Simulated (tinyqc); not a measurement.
Tight binding, kagome lattice, step by step. One step of it, computed by the program tinyqc.

Problem. Bloch Hamiltonian at k. H_AB = -t1 - t2 exp(-i k.a1), H_AC = -t1 - t2 exp(-i k.a2), H_BC = -t1 - t2 exp(i k.(a1 - a2)), H_CC = delta.

Parameters chosen for this model:
```
parameter     value                unit
t1         1.230000    eV, up triangles
t2         1.470000  eV, down triangles
delta             0        eV on site C
```

k point k (fractions of the reciprocal vectors): -0.290000  0.270000

Give: H(k) at k.

Solution.

H(k) at k (eV):
```
                 A                B                C
A           0.0000  -0.8644-1.4238i  -1.0458+1.4584i
B  -0.8644+1.4238i           0.0000   0.1368-0.5411i
C  -1.0458-1.4584i   0.1368+0.5411i           0.0000
```
